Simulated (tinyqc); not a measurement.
Comparisons within one model: shallow donor in an anisotropic valley (effective-mass theory). A value that a table varies takes the place of the one given here.

One valley: H = -c [(d2/dx2 + d2/dy2)/mt + (d2/dz2)/ml] - q/(eps r), c = hbar^2/2m0, q = e^2/(4 pi eps0). Trial function exp(-sqrt((x^2 + y^2)/a^2 + z^2/b^2)) with a > b: T = (c/3)(2/(mt a^2) + 1/(ml b^2)), V = -(q/eps) atan(u/b)/u, u = sqrt(a^2 - b^2). The central cell of the impurity is left out.

Constants: hbar^2/2m0 = 3.80998211 eV angstrom^2; e^2/(4 pi eps0) = 14.39964547 eV angstrom; Ry = 13.60569312 eV; a0 (Bohr radius) = 0.5291772105 angstrom.

Parameters, chosen for this exercise (near those of a group-V donor in Si; shifted at random, so the results belong to these values and not to a real crystal): mt = 0.194 m0 (transverse mass); eps = 11.1 (dielectric constant); xs = (1.1, 2.2, 3.7, 4.8, 13, 18, 61, 120) (ratios ml/mt); E0 = -33.5 meV (single-valley level); D0 = 4.3 meV (central-cell shift); D1 = 2.2 meV (coupling of perpendicular valleys); D2 = 1.49 meV (coupling of opposite valleys); ml = 0.93 m0 (longitudinal mass).

## Mass anisotropy

mt and eps fixed, ml varied. Energies in units of Ry*(mt) = Ry mt/eps^2 and lengths in a*(mt) = a0 eps/mt; the last two columns use one mass, 3/(1/ml + 2/mt) or (ml mt^2)^(1/3).

Results:

| ml/mt | a/a* | b/a | binding | conductivity mass | density-of-states mass |
|---|---|---|---|---|---|
| 1.10 | 0.980 | 0.967 | 1.032 | 1.031 | 1.032 |
| 2.20 | 0.855 | 0.756 | 1.276 | 1.222 | 1.301 |
| 3.70 | 0.781 | 0.630 | 1.467 | 1.321 | 1.547 |
| 4.80 | 0.749 | 0.575 | 1.565 | 1.358 | 1.687 |
| 13.0 | 0.652 | 0.407 | 1.935 | 1.444 | 2.351 |
| 18.0 | 0.627 | 0.364 | 2.052 | 1.459 | 2.621 |
| 61.0 | 0.557 | 0.240 | 2.459 | 1.488 | 3.936 |
| 120 | 0.529 | 0.190 | 2.656 | 1.494 | 4.932 |

The binding grows from 1.03 to 2.66 Ry*(mt); for ml going to infinity the exact problem becomes two-dimensional, with 4 Ry*. The conductivity mass saturates at 1.5 and underbinds, by 13 % at ml/mt = 4.8; the density-of-states mass errs by +8 % there and by +86 % in the last row. With these mt and eps one unit is 21.42 meV.

## Strain along [001] (shallow donor in effective-mass theory, with valley-orbit splitting)

Basis: the 1s envelopes of the valleys +x, -x, +y, -y, +z, -z. Diagonal E0 - D0, element -D2 between opposite valleys and -D1 between perpendicular ones. Strain along [001] adds 2 Ds/3 to the z valleys and -Ds/3 to the others.

Ground level, gap to the next level, weight in the z valleys and contact density (sum of amplitudes)^2/6.

Results:

| Ds (meV) | ground (meV) | gap (meV) | z weight | contact density | ground less band edge (meV) |
|---|---|---|---|---|---|
| -120 | -119.62 | 3.31 | 0.997 | 0.385 | -39.62 |
| -40 | -67.01 | 4.04 | 0.972 | 0.498 | -40.35 |
| -15 | -52.16 | 5.85 | 0.824 | 0.751 | -42.16 |
| -5 | -48.55 | 8.91 | 0.524 | 0.963 | -45.22 |
| 0 | -48.09 | 11.78 | 0.333 | 1.000 | -48.09 |
| 5 | -48.45 | 10.48 | 0.199 | 0.977 | -46.79 |
| 15 | -50.51 | 9.20 | 0.079 | 0.895 | -45.51 |
| 40 | -57.88 | 8.24 | 0.019 | 0.788 | -44.55 |
| 120 | -84.00 | 7.69 | 0.002 | 0.713 | -44.00 |

The scale is the A1-E splitting 6 D1 = 13.2 meV. The contact density is largest without strain and falls to 0.385 and 0.713 at the ends, towards 1/3 (two valleys) and 2/3 (four valleys). The binding below the lowest band edge drops from 48.1 meV to 39.6 meV when the two z valleys are lowest and to 44.0 meV when the four others are, since fewer valleys share the coupling.

## What each parameter does

The minimum of the trial energy. Each row changes one parameter from the base and keeps the others.

Results:

| case | E (meV) | a (angstrom) | b (angstrom) | b/a |
|---|---|---|---|---|
| base | -33.51 | 22.67 | 13.04 | 0.575 |
| ml = 0.744 m0 | -31.72 | 23.49 | 14.61 | 0.622 |
| mt = 0.175 m0 | -30.97 | 24.73 | 13.73 | 0.555 |
| eps = 12.2 | -27.74 | 24.92 | 14.33 | 0.575 |

The largest shifts from the base row, up to three for each result and ties (the steps differ in size, so this ranks the rows, not the parameters). E (meV): eps +5.77, mt +2.53, ml +1.79. a (angstrom): eps +2.25, mt +2.06, ml +0.82. b (angstrom): ml +1.57, eps +1.29, mt +0.69. b/a: ml +0.047, mt -0.020; unchanged at the printed digits by eps. eps only rescales the solution (E as 1/eps^2, lengths as eps), so b/a depends on ml/mt alone.

Program tinyqc; command `OMP_NUM_THREADS=1 python tinyqc.py 1282165 1282166 out.jsonl`; about 0.01 s on one thread of a shared Intel(R) Xeon(R) Processor @ 2.30GHz.
